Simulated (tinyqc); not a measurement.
## Mobility, diffusion coefficient and lifetime from two collectors

Question. For an injected sheet in a field F the peak time tp at distance L obeys u^2 tp^2 + 2 D tp = L^2 with u^2 = v^2 + 4 D/tau, and the pulse area goes as exp(L (v - u)/(2 D)); v = mu F. Find u, D, mu and tau without using the Einstein relation.

Parameters, values chosen for the exercise: sweep field along the drift F = 2.1 V/cm.

distances (um): 12000  22000
peak times (us): 140.724863  259.348724
ratio of the areas, far over near = 0.249016883

Answer. The two peak times give two linear equations for u^2 and D; the area ratio gives v - u, and u^2 - v^2 = 4 D/tau gives tau.

u = 8.43e3 cm/s
D = 116 cm^2/s
mu = 3.86e3 cm^2/(V s)
tau = 8.70e-5 s

tinyqc, about 0.01 s, one thread, Intel Xeon 2.30GHz (shared host): `OMP_NUM_THREADS=1 python tinyqc.py 2310016 2310017 out.jsonl`
